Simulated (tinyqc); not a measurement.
## Magnetoresistance against angle

Conductance G = G0 (1 + P1 P2 cos(phi)) at low bias, phi the angle between the magnetisations, normalised to Rp = RA/area at phi = 0.

Inputs (values chosen for the exercise):

| symbol | value | unit | meaning |
|---|---|---|---|
| Dm | 18 | nm | diameter |
| P1 | 0.67 |  | spin polarisation of the reference layer |
| P2 | 0.53 |  | spin polarisation of the free layer |
| RA | 2.5 | ohm um^2 | resistance-area product, parallel state |

Magnetoresistance against angle:

| phi (degree) | R (kohm) | R/Rp - 1 (%) | share of the full TMR (%) |
|---|---|---|---|
| 0 | 9.824 | 0 | 0 |
| 20 | 9.982 | 1.606 | 1.458 |
| 45 | 10.64 | 8.313 | 7.549 |
| 70 | 11.87 | 20.83 | 18.92 |
| 90 | 13.31 | 35.51 | 32.24 |
| 110 | 15.15 | 54.24 | 49.26 |
| 135 | 17.78 | 80.94 | 73.50 |
| 160 | 19.98 | 103.4 | 93.87 |
| 180 | 20.64 | 110.1 | 100.0 |

R rises from 9.82 to 20.6 kohm, TMR0 = 110 %. It is the conductance that follows cos(phi), so at 90 degrees R has covered only (1 - P1 P2)/2 = 32.2 % of its range.

tinyqc, about 0.01 s, one thread, Intel Xeon 2.30GHz (shared host): `OMP_NUM_THREADS=1 python tinyqc.py 2450118 2450119 out.jsonl`
